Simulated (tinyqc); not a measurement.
# Off-state leakage of single and stacked transistors: effects of single changes

n-channel devices of unit width. Subthreshold current I(Vg, Vs, Vd) = I0 (T/300 K)^0.5 exp[(Vg - Vs - VT(T) - gb (Vs - Vb) + dd (Vd - Vs))/(nf Vt)] (1 - exp(-(Vd - Vs)/Vt)), VT(T) = VT - cT (T - 300 K). Gate-edge tunnelling Ig (Vd/1 V) exp(ag (Vd - 1 V)), for a gate at 0 V, and band-to-band leakage Ab u exp(-Bb/u), u = Vd - Vb + 1 V, flow at a drain held at V; both are taken as independent of T. In a stack of off transistors (all gates at 0 V) the same subthreshold current passes through each.

Values chosen for this exercise; values of the order met in bulk silicon logic transistors:

| symbol | value | unit | meaning |
|---|---|---|---|
| T | 300 | K | temperature |
| V | 1 | V | supply voltage |
| VT | 0.37 | V | threshold at 300 K, zero drain and body bias |
| cT | 0.5 | mV/K | fall of the threshold with temperature |
| I0 | 0.12 | uA/um | current at threshold at 300 K |
| nf | 1.49 |  | slope factor |
| dd | 0.06 |  | drain-induced lowering per volt |
| gb | 0.17 |  | rise of the threshold per volt of source-body bias |
| Ig | 0.0002 | uA/um | gate-edge tunnelling current at 1 V |
| ag | 3.3 | 1/V | exponential slope of the gate current |
| Ab | 20 | uA/(um V) | prefactor of band-to-band leakage at the drain |
| Bb | 22 | V | its exponential voltage |
| Vb | 0 | V | body voltage |

Constants: q = 1.602176634e-19 C, kB = 1.380649e-23 J/K, Vt = kB T/q. Results are converted to the units shown.

Each table varies one quantity; the others keep the values above.

## Subthreshold current against the height of the stack

All n gates at 0 V, bottom source at 0 V, top drain at V; node voltages follow from equal currents.

Subthreshold current against the height of the stack:
```
n	I (nA/um)	reduction factor	drain voltage of the bottom device (mV)	source voltage of the top device (mV)	voltage across the top device (V)
1	0.03837	1.000	1000	0	1.000
2	0.007533	5.094	50.99	50.99	0.9490
3	0.004262	9.004	18.56	68.82	0.9312
4	0.002986	12.85	11.65	79.97	0.9200
5	0.002302	16.67	8.530	88.11	0.9119
6	0.001875	20.47	6.740	94.55	0.9055
```

Read the table: what changes, and by how much?

The second transistor cuts the current by a factor of 5.09, the third by a further 1.77 and the sixth by 1.23. The top device keeps 90.5 % of the supply at n = 6, while the drain voltage of the bottom one falls to 0.261 Vt.

## Leakage components against the supply voltage

Same model as above.

One transistor with Vg = Vs = 0, Vd = V; stack factor I(one)/I(two in series).

Result of one run:
```
V (V)	subthreshold (nA/um)	gate edge (nA/um)	band-to-band (nA/um)	total (nA/um)	stack factor	largest part
0.9	0.03284	0.1294	0.3557	0.5180	4.503	band-to-band
```

What becomes of these results when the supply voltage V is changed from 0.9 to 0.6 V, all else the same?

Result of the changed run:
```
V (V)	subthreshold (nA/um)	gate edge (nA/um)	band-to-band (nA/um)	total (nA/um)	stack factor	largest part
0.6	0.02058	0.03206	0.03417	0.08680	3.189	band-to-band
```

The whole series:
```
V (V)	subthreshold (nA/um)	gate edge (nA/um)	band-to-band (nA/um)	total (nA/um)	stack factor	largest part
0.5	0.01761	0.01920	0.01281	0.04962	2.870	gate edge
0.6	0.02058	0.03206	0.03417	0.08680	3.189	band-to-band
0.7	0.02405	0.05202	0.08151	0.1576	3.561	band-to-band
0.8	0.02810	0.08270	0.1771	0.2879	3.996	band-to-band
0.9	0.03284	0.1294	0.3557	0.5180	4.503	band-to-band
1	0.03837	0.2000	0.6681	0.9064	5.094	band-to-band
1.1	0.04484	0.3060	1.184	1.535	5.783	band-to-band
1.2	0.05240	0.4644	1.998	2.514	6.585	band-to-band
1.3	0.06123	0.6997	3.226	3.987	7.519	band-to-band
1.4	0.07155	1.048	5.014	6.134	8.605	band-to-band
```

As V goes from 0.5 to 1.4, the total leakage rises from 0.0496 to 6.13 nA/um. The gate edge part leads at V = 0.5, the band-to-band part from 0.6 on. The reduction by a stack of two rises from 2.87 to 8.60, for the subthreshold part alone.

tinyqc, about 0.04 s, one thread, Intel Xeon 2.30GHz (shared host): `OMP_NUM_THREADS=1 python tinyqc.py 2242177 2242178 out.jsonl`
